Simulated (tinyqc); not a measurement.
Inside a calculation. Model: space-charge-limited current through a thin insulating or semi-insulating film with traps. Computed by tinyqc, a small Python program that keeps every step. Command: `OMP_NUM_THREADS=1 python tinyqc.py 3000921 3000922 out.jsonl sclc walk`. One thread of a shared host (Intel(R) Xeon(R) Processor @ 2.30GHz), about 0.01 s of CPU time with the checks. Intermediate numbers are printed to about 7 digits and carried at full precision; extremes and crossings named in words are read from the listed rows.

One ohmic injecting contact at x = 0 (field zero), drift only, non-degenerate free carriers.

Inputs (values chosen for the exercise, modelled on HfO2):

| quantity | value | unit |
|---|---|---|
| permittivity eps | 22 | - |
| band mobility mu | 0.046 | cm^2/(V s) |
| effective density of states N_c | 1e+20 | 1/cm^3 |
| trap density N_t | 3.4e+18 | 1/cm^3 |
| equilibrium Fermi level below the band edge, E_0 | 0.59 | eV |
| thickness d | 120 | nm |
| free density at the anode, in units of N_c | 7.5e-07 | - |
| temperature T | 300 | K |
| characteristic temperature T_c | 900 | K |

Traps: exponential tail.

Constants: k_B = 8.617333262e-05 eV/K; e = 1.602176634e-19 C; eps_0 = 8.8541878128e-12 F/m.

## Equilibrium and landmark voltages

Free density n_0 = N_c exp(-E_0/k_B T) in equilibrium; trapped density n_t(n) = N_t (n/N_c)^(T/T_c) (the low-temperature form). theta = n/(n + n_t) at the anode density; trap-filled-limit voltage V_TFL = e (N_t - n_t(n_0)) d^2/(2 eps eps_0).

n_0 = 1.225847e+10 1/cm^3

n_t(n_0) = 1.688979e+15 1/cm^3

theta = 0.002422007

V_TFL = 20.12494 V

## One point of the curve

J = e mu n F and (eps eps_0/e) dF/dx = n - n_0 + n_t(n) - n_t(n_0) = rho(n). With F = J/(e mu n): d = (eps eps_0 J/(e^2 mu)) I_1 and V = (eps eps_0 J^2/(e^3 mu^2)) I_2, I_k = int_(n_L)^infinity dn/(n^(k+1) rho(n)), n_L the density at the anode; with u = n_L/n, 200 Gauss-Legendre points in t, u = 1 - (1 - t)^2. Anode field J/(e mu n_L); Mott-Gurney current (9/8) eps eps_0 mu V^2/d^3; ohmic current e n_0 mu V/d.

I_1 = 3.368851e-31 cm^6

I_2 = 2.581288e-45 cm^9

current density J = 0.02159268 A/cm^2

voltage V = 0.2693855 V

anode field over mean field V/d = 1.740140

trap-free Mott-Gurney current = 4.233371 A/cm^2

ohmic current = 2.028137e-06 A/cm^2

J is 0.00510 times the trap-free law and 10600 times the ohmic current; theta is 0.00242. The field ratio is 1 for ohmic flow, 3/2 for the square law and 2 for a uniform fixed charge; here 1.74.

## The whole curve

The last column is d ln J/d ln V up to the next row.

Current against voltage:

| n_L (1/cm^3) | V (V) | J (A/cm^2) | slope |
|---|---|---|---|
| 1.30e+10 | 2.280692e-03 | 2.316308e-08 | 2.040541 |
| 8.30e+10 | 1.734835e-02 | 1.455135e-06 | 3.121611 |
| 5.30e+11 | 4.226682e-02 | 2.345091e-05 | 3.539796 |
| 3.40e+12 | 8.833052e-02 | 3.186312e-04 | 3.748322 |
| 2.20e+13 | 1.746214e-01 | 4.099605e-03 | 3.838636 |
| 1.40e+14 | 3.353333e-01 | 5.018006e-02 | 3.825506 |
| 9.10e+14 | 6.497012e-01 | 6.300252e-01 | 3.655983 |
| 5.80e+15 | 1.299032e+00 | 7.933514e+00 | 3.258130 |
| 3.80e+16 | 2.949617e+00 | 1.147718e+02 | 2.731479 |
| 2.40e+17 | 8.352088e+00 | 1.970354e+03 | 2.319396 |
| 1.60e+18 | 3.421206e+01 | 5.186875e+04 | 2.112623 |
| 1.00e+19 | 1.747269e+02 | 1.625641e+06 | - |

The slope starts at 2.04, peaks at 3.8 between 0.175 and 0.335 V and ends at 2.11. Rows below 0.26 V (10 k_B T/e) are formal, since diffusion from the contact rules there. Self-heating is left out, although J V exceeds 1e5 W/cm^2 at the last row. Rows above 36.0 V are formal, since the mean field exceeds 3 MV/cm and breakdown sets in. An exponential tail gives the power law T_c/T + 1 = 4.00, which the middle rows approach.

Checks made by the program: trap-free limit against the Mott-Gurney law (relative difference 5e-08).
